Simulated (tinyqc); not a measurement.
From conductivity sigma back to carrier density n: single-band model of a thermoelectric material. Computed by tinyqc, a small Python program. Command: `OMP_NUM_THREADS=1 python tinyqc.py 3023310 3023311 out.jsonl thermo inv`. One thread of a shared host (Intel(R) Xeon(R) Processor @ 2.30GHz), about 0.05 s of CPU time with the checks.

One spherical band, one scattering law, no minority carriers and no phonon drag. In a real material minority carriers limit |S| to about E_g/(2 e T), so larger values are formal. eta = E_F/(k_B T) is counted from the band edge; f = 1/(1 + exp(x - eta)).

Inputs (values chosen for the exercise, for a model material): density-of-states mass m = 1.3 m_0; mobility parameter mu_300 = 270 cm^2/(V s); temperature exponent p = 1.5; lattice thermal conductivity kappa_L = 3.4 W/(m K); temperature T = 900 K.

Band: parabolic. Scattering: constant relaxation time, r = 0.

Constants: m_0 = 9.1093837015e-31 kg; k_B = 1.380649e-23 J/K; hbar = 1.054571817e-34 J s; k_B = 8.617333262e-05 eV/K; e = 1.602176634e-19 C.

Method:
- With x = E/(k_B T), a = alpha k_B T (0 for a parabolic band), G = x (1 + a x), D = 1 + 2 a x and <y> = int y f (1 - f) dx, f = 1/(1 + exp(x - eta)): tau = tau_0 G^r/D; transport function s = G^(3/2 + r)/D^2; n = N_0 <G^(3/2)> with N_0 = (2 m k_B T)^(3/2)/(3 pi^2 hbar^3).
- Integrals over x = E/(k_B T) use 160 Gauss-Legendre points in u = sqrt(x) from 0 to sqrt(max(eta, 0) + 32).
- Solve for eta.
- sigma = e mu_0 N_0 <s> with mu_0 = e tau_0/m = mu_300 (T/300 K)^(-p); |S| = (k_B/e)(<x s>/<s> - eta); Lorenz number L = (k_B/e)^2 (<x^2 s>/<s> - (<x s>/<s>)^2); kappa_e = L sigma T; zT = S^2 sigma T/(kappa_L + kappa_e).
- Hall factor r_H = <G^(3/2)> <G^(3/2 + 2r)/D^4>/<s>^2; drift mobility sigma/(n e) with n = N_0 <G^(3/2)>; power factor S^2 sigma.

Problem. A run gave the result below. Find the carrier density n, known to lie between 1.7e+20 and 4.4e+20 1/cm^3.

conductivity sigma = 2179.525 S/cm

Solution.

Each step takes the trial c = (a f_b - b f_a)/(f_b - f_a), f being the result less the target and a, b, c the logarithms of the listed values; c replaces end b, the old b replaces a if the sign of f changed, and otherwise f_a is halved.

Scan of the range:
```
carrier density n (1/cm^3)  conductivity sigma (S/cm)
1.70e+20                                      1415.28
1.99e+20                                      1656.71
2.33e+20                                      1939.76
2.73e+20                                      2272.77
3.20e+20                                      2664.05
3.76e+20                                      3130.26
4.40e+20                                      3663.07
```

False position (Illinois rule, in the logarithm of the input) inside the bracket:
```
step        end a        end b        trial  conductivity sigma (S/cm)
1     2.33000e+20  2.73000e+20  2.61154e+20                    2174.15
2     2.73000e+20  2.61154e+20  2.61787e+20                    2179.41
3     2.73000e+20  2.61787e+20  2.61813e+20                    2179.63
4     2.61787e+20  2.61813e+20  2.61800e+20                    2179.52
5     2.61813e+20  2.61800e+20  2.61800e+20                    2179.52
```

Conductivity sigma rises at every point of a 13-point scan of the range (every second point is shown), so one value fits; it is bracketed by 2.33e20 and 2.73e20. The scan shows a pure power law with exponent 1.000, so scaling from any one row also gives the answer directly. Answer: carrier density n = 2.618e20 1/cm^3.
